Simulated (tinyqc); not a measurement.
Worked calculation: Pariser-Parr-Pople SCF with singles CI, for the molecule C=Cc1cccc([CH2+])c1 (SMILES; centres numbered as the heavy atoms are written). One step of it, computed by the program tinyqc.

Problem. Iteration 2: orbitals and new P. Diagonalise F (the basis is taken as orthonormal) and form P = 2 sum c c over the lowest orbitals; 0.3 of the old P is kept.

F (eV), lower triangle:
```
           1C         2C          3C         4C          5C          6C          7C         8C
1C  -9.104537
2C  -4.419581  -8.270930
3C   0.177241  -4.928508  -10.378194
4C   0.250115  -0.042698   -3.988903  -8.966779
5C  -0.013270   0.315596    0.152602  -5.434727  -10.073116
6C  -0.215759   0.115906    0.380485  -0.672895   -4.525650  -10.012830
7C  -0.034921  -0.093586   -0.038424   0.615278    0.111075   -4.876555  -12.642993
8C  -0.054861  -0.041158    0.037628   0.286334    0.157565   -0.615720   -4.406829  -9.877696
9C   0.877081   0.040129   -3.997539  -0.109656    0.346252    0.268084   -3.869235  -0.362380

           9C
9C  -9.528885
```

pi electrons, sum of z_r less the charge = 8

P after iteration 1, lower triangle:
```
           1C         2C         3C         4C         5C         6C        7C        8C
1C   0.978308
2C   0.513653   0.711475
3C  -0.067662   0.648233   1.289382
4C  -0.136299   0.016297   0.399459   0.882779
5C   0.009251  -0.171958  -0.058246   0.782253   0.940543
6C   0.156145  -0.070740  -0.162985   0.256841   0.541565   0.718123
7C   0.021313   0.050993   0.014666  -0.263551  -0.042394   0.634452  1.257740
8C   0.039700   0.028690  -0.020503  -0.174749  -0.085848   0.235003  0.510108  0.242409
9C  -0.375715  -0.015317   0.401753   0.041853  -0.148311  -0.102323  0.367795  0.138318

          9C
9C  0.979241
```

Give: orbital energies; P after iteration 2.

Solution.

orbital energies (eV): -20.0334  -17.2763  -16.1081  -12.7140  -8.7856  -6.1493  -4.3146  -2.8173  -0.6573

P after iteration 2, lower triangle:
```
         1C       2C       3C       4C       5C       6C      7C      8C
1C   1.0271
2C   0.7435   0.8576
3C  -0.0099   0.5579   1.1462
4C  -0.1690   0.0239   0.4618   0.8099
5C  -0.0159  -0.1217  -0.0151   0.7345   0.9866
6C   0.1799  -0.0335  -0.2181   0.2320   0.6078   0.7647
7C   0.0117   0.0131  -0.0012  -0.2281  -0.0461   0.5746  1.1934
8C   0.0791   0.0398  -0.0613  -0.2183  -0.1149   0.2620  0.6071  0.3414
9C  -0.4326  -0.0359   0.5740   0.1055  -0.2102  -0.1492  0.4254  0.1724

        9C
9C  0.8732
```
